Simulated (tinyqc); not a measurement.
A barrier in a uniform field, exact transmission by Airy functions: one step of the calculation.

The left lead has its band edge at 0, the barrier edge falls as U(x) = U0 - F x with F = V/d for 0 < x < d, and the right lead has its edge at -V. No transverse momentum; C = hbar^2/(2 m0); psi and psi'/m are continuous. M carries (psi, psi'/m) across the barrier.

Task. Scaled variables. Energy scale e = (C F^2/m1)^(1/3), z(x) = (U(x) - E)/e, s = (dz/dx)/m1 = -F/(e m1); v = k/m in a lead. vL = sqrt(mL E/C)/mL, vR = sqrt(mR (E + V)/C)/mR.

Parameters, values chosen for the exercise; U0 - E and the mass are of the order of those of aluminium oxide on silicon; the mass of the right lead is set freely:
```
symbol,value,unit,meaning
mL,0.71,m0,mass in the left lead
U0,3,eV,barrier edge at x = 0
m1,0.39,m0,mass in the barrier
E,0.39,eV,electron energy
d,1.3,nm,barrier width
V,0.69,V,voltage across the barrier
mR,1.2,m0,mass in the right lead
```

Constants: q = 1.602176634e-19 C, hbar = 1.054571817e-34 J s, m0 = 9.1093837015e-31 kg, hbar^2/(2 m0) = 0.0380998212 eV nm^2. Results are converted to the units shown.

Wanted: F; e; z1; z2; s; vL; vR.

Result.

F = 0.53077 V/nm
e = 0.30192 eV
z1 = 8.6447
z2 = 6.3593
s = -4.5077 1/nm
vL = 3.7970 1/nm
vR = 4.8603 1/nm

Both z are positive: the whole barrier is forbidden.

Range of the model: Masses are held fixed, although real bands cease to be parabolic a few tenths of an eV from their edges.

Program tinyqc, `OMP_NUM_THREADS=1 python tinyqc.py 2580046 2580047 out.jsonl`; Intel Xeon 2.30GHz, shared host, one thread, about 0.01 s.
